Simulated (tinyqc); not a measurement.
Sweep of the shear strain: two-band k.p model of the Delta valleys near the X point under shear strain.

Valley pair on the [001] axis, kz counted from the X point, c = hbar^2/2m0, k0 = kx0 2 pi/a. H = (c kz^2/ml + c (kx^2 + ky^2)/mt + c k0^2/ml) 1 + (2 c k0 kz/ml) sigma_z + (D exy - 2 c kx ky/Mp) sigma_x, so E = c kz^2/ml + c (kx^2 + ky^2)/mt + c k0^2/ml -/+ sqrt((2 c k0 kz/ml)^2 + (D exy - 2 c kx ky/Mp)^2). Without strain the lower band has its minima, E = 0, at kz = +/- k0. Shifts from diagonal strain are left out.

For |eta| < 1: k_min = k0 sqrt(1 - eta^2), E_min = -Delta eta^2/2, ml(eta) = ml/(1 - eta^2), 1/m[110] = 1/mt + eta/Mp, 1/m[1-10] = 1/mt - eta/Mp. For |eta| > 1 the minimum sits at X: E_min = -Delta (2 |eta| - 1)/2, ml(eta) = ml/(1 - 1/|eta|), and eta is replaced by its sign in the transverse masses. Here Delta = 2 c k0^2/ml and eta = D exy/Delta.

Constants: hbar^2/2m0 = 3.80998211 eV angstrom^2.

Inputs chosen for the exercise (near those of Si; not measured data): a = 5.419 angstrom (lattice constant); ml = 0.894 m0 (longitudinal mass); mt = 0.202 m0 (transverse mass); kx0 = 0.15 2 pi/a (distance of the minimum from X); D = 15.2 eV (shear deformation potential); Mp = 0.226 m0 (coupling mass).

Delta = 2 c k0^2/ml, eta = D exy/Delta.

The minimum:
```
exy       eta  k_min/k0  E_min (meV)  ml(eta)  m[110]  m[1-10]  density-of-states mass
0.0000  0.000     1.000          0.0    0.894  0.2020   0.2020                   0.332
0.0017  0.100     0.995         -1.3    0.903  0.1854   0.2219                   0.334
0.0042  0.248     0.969         -7.9    0.952  0.1654   0.2594                   0.344
0.0085  0.501     0.865        -32.4    1.194  0.1395   0.3659                   0.394
0.0153  0.902     0.432       -104.9    4.797  0.1118   1.0425                   0.824
0.0204  1.203     0.000       -181.2    5.305  0.1067   1.9022                   1.025
0.0271  1.598     0.000       -283.0    2.390  0.1067   1.9022                   0.786
```

Give the missing row, exy = 0.0127.

Computed row:
```
exy       eta  k_min/k0  E_min (meV)  ml(eta)  m[110]  m[1-10]  density-of-states mass
0.0127  0.749     0.663        -72.3    2.035  0.1210   0.6107                   0.532
```

The valleys reach X at eta = 1, that is exy = 0.0170. The shift is quadratic up to eta = 1 (-7.9 meV at eta = 0.25, -32.4 meV at 0.50) and linear beyond, while 1/m[110] rises linearly, taking m[110] from 0.202 to its floor 0.1067, a gain of 89 % in 1/m. ml(eta) diverges at eta = 1; the largest value listed is 5.30. A deformation-potential model with fixed masses misses all of this.

Computed by tinyqc, a small Python program: `OMP_NUM_THREADS=1 python tinyqc.py 1050782 1050783 out.jsonl` (the numbers bound the seed that draws the inputs); one thread of a shared host (Intel(R) Xeon(R) Processor @ 2.30GHz), about 0.01 s for the whole set of steps.
